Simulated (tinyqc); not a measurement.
The size of the error: propagation of a band-gap error through k.p and effective-mass formulas.

Chain, for a gap E (the reference Eg or another value), with Ep and Dso kept: 1/me = 1 + Ep (E + 2 Dso/3)/(E (E + Dso)); g* = 2 - 2 Ep Dso/(3 E (E + Dso)); g1(E) = g1 + (Ep/3)(1/E - 1/Eg), g2(E) = g2 + (Ep/6)(1/E - 1/Eg), light hole 1/(g1 + 2 g2), heavy hole 1/(g1 - 2 g2) along [100]; optical constant ei(E) = 1 + (ei - 1)(EP/(EP + E - Eg))^2, static e0(E) = ei(E) + e0 - ei.

Donor: R = Ry me/e0^2, a_B = a0 e0/me, Mott density (0.26/a_B)^3. Nc, Nv = 2 (m kT/(4 pi c))^(3/2), c = hbar^2/2m0, ni = sqrt(Nc Nv) exp(-E/2kT). Exciton: Ry mu/e0^2 with 1/mu = 1/me + g1(E). 1 angstrom^-3 = 1e24 cm^-3.

Constants: Ry = 13.60569312 eV; a0 (Bohr radius) = 0.5291772105 angstrom; kB = 8.617333262e-05 eV/K; hbar^2/2m0 = 3.80998211 eV angstrom^2.

Inputs chosen for the exercise (reference values near those of ZnSe, gap at low temperature; shifted at random, so the results belong to these values and not to a real crystal):
```
symbol  value  unit  meaning
Eg      2.802  eV    gap at Gamma to the s-like level
Dso     0.394  eV    spin-orbit splitting
Ep      24.4   eV    Kane energy
g1      3.77         Luttinger gamma1
g2      1.24         gamma2
e0      8.71         static dielectric constant
ei      5.93         optical dielectric constant
EP      6.73   eV    mean (Penn) gap
mh      0.44   m0    density-of-states mass of the holes
T       300    K     temperature
```

E = f Eg; ratios against f = 1.

Results:
```
f     E (eV)  me ratio  light-hole ratio  e0 ratio  donor ratio  Mott ratio      g*  log10 ni ratio
0.25   0.701     0.295             0.264     1.631        0.111     0.00594  -6.359           17.25
0.40   1.121     0.448             0.418     1.440        0.216      0.0301  -1.775           13.86
0.60   1.681     0.641             0.618     1.249        0.411       0.135   0.163            9.27
0.80   2.242     0.824             0.812     1.107        0.672       0.412   0.915            4.64
1.00   2.802     1.000             1.000     1.000        1.000        1.00   1.284            0.00
1.20   3.362     1.168             1.183     0.916        1.391        2.07   1.493           -4.66
1.50   4.203     1.408             1.448     0.822        2.085        5.03   1.668          -11.66
2.00   5.604     1.778             1.867     0.716        3.467        15.3   1.809          -23.35
```

Between f = 0.8 and 1.2 the mean powers d ln(ratio)/d ln f are 0.86 for me, 0.93 for the light hole, -0.47 for e0, 1.79 for the donor energy and 3.98 for the Mott density; ni moves by -0.83 decades per 0.1 eV, against -0.1 eV/(2 kT ln 10) = -0.84 from the exponential alone, the rest coming from Nc through me^(3/4). g* changes sign between f = 0.40 and 0.60; the place of this zero hangs on remote bands, which are left out.

Computed by tinyqc, a small Python program: `OMP_NUM_THREADS=1 python tinyqc.py 1880390 1880391 out.jsonl` (the numbers bound the seed that draws the inputs); one thread of a shared host (Intel(R) Xeon(R) Processor @ 2.30GHz), about 0.01 s for the whole set of steps.
